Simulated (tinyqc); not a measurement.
What each parameter does: finite square well with mass mismatch (envelope functions).

A square well of width L and depth V0, mass mw inside and mb outside, energies from the bottom of the well, c = hbar^2/2m0. k = sqrt(mw E/c), kappa = sqrt(mb (V0 - E)/c). psi and psi'/m are continuous at the walls (BenDaniel-Duke), so level n solves k L + 2 atan[(k/mw)/(kappa/mb)] = n pi.

Constants: hbar^2/2m0 = 3.80998211 eV angstrom^2.

Parameters, chosen for this exercise (near those of a non-polar GaN well in AlGaN; the results hold for these values, not for the real material): L = 51 angstrom (well width); V0 = 0.675 eV (barrier height); mw = 0.193 m0 (mass in the well); mb = 0.254 m0 (mass in the barrier).

Parabolic bands. Pb is the probability of level 1 in the barriers, (A^2/kappa)/(A^2/kappa + L/2 + sin(kL)/(2k)) with A = cos(kL/2).

Results for these values:
```
case,E1 (eV),bound levels,Pb,V0 - E1 (eV)
base,0.0484,4,0.0142,0.6266
```

What happens to each result for V0 = 0.776 eV, all else kept?

Answer: E1 rises from 0.0484 to 0.0497; bound levels does not change at the printed digits; Pb falls from 0.0142 to 0.0120; V0 - E1 rises from 0.6266 to 0.7263.

The same for each parameter in turn:
```
case,E1 (eV),bound levels,Pb,V0 - E1 (eV)
base,0.0484,4,0.0142,0.6266
L = 46 angstrom,0.0570,3,0.0182,0.6180
V0 = 0.776 eV,0.0497,4,0.0120,0.7263
mw = 0.2123 m0,0.0455,4,0.0124,0.6295
mb = 0.3175 m0,0.0464,4,0.0146,0.6286
```

tinyqc: `OMP_NUM_THREADS=1 python tinyqc.py 1280255 1280256 out.jsonl`; about 0.01 s, one thread, shared Intel(R) Xeon(R) Processor @ 2.30GHz.
